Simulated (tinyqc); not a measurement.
## One gate, two gates and a surrounding gate

Below threshold the potential that source and drain add obeys Laplace's equation, vanishes on the gates and decays along the channel as exp(-k y). The same ts (depleted depth over a conducting body, body thickness or wire diameter), ti and permittivities in three geometries; k is the smallest positive root of: one gate, f(k) = eps_r sin(k ti) cos(k ts) + ei cos(k ti) sin(k ts); two gates, f(k) = ei cos(k ti) cos(k ts/2) - eps_r sin(k ti) sin(k ts/2); wire, f(k) = ei J0(u)[J1(u) Y0(v) - Y1(u) J0(v)] - eps_r J1(u)[J0(u) Y0(v) - Y0(u) J0(v)], u = k ts/2, v = u + k ti. Parabolic estimates of l: sqrt((eps_r/ei) ts ti); sqrt((eps_r/(2 ei)) ts ti (1 + ei ts/(4 eps_r ti))); sqrt([2 eps_r ts^2 ln(1 + 2 ti/ts) + ei ts^2]/(16 ei)), in the same order.

Parameters, values chosen for the exercise; permittivities: semiconductor close to that of silicon, insulator close to that of hafnium oxide:
```
symbol  value  unit                                     meaning
eps_r    11.6        relative permittivity of the semiconductor
ei       21.9            relative permittivity of the insulator
ti        3.1    nm                         insulator thickness
ts       10.8    nm                              body thickness
```

Scale lengths (nm):
```
                                 Lambda = pi/k  l = 1/k  l(parabolic)
one gate over a conducting body         12.707   4.0449        4.2111
two gates                               14.480   4.6091        4.8422
wire                                    9.5463   3.0387        3.2854
```

What does the comparison show?

The wire has the shortest scale length, 0.659 times that of the double gate; the single gate over a conducting body has 0.878 times it, its layer ending directly on a conductor where the double gate has a second insulator. The parabolic estimates are 4.1 % above, 5.1 % above and 8.1 % above the exact l, in the order of the rows.

tinyqc, about 0.01 s, one thread, Intel Xeon 2.30GHz (shared host): `OMP_NUM_THREADS=1 python tinyqc.py 2420049 2420050 out.jsonl`
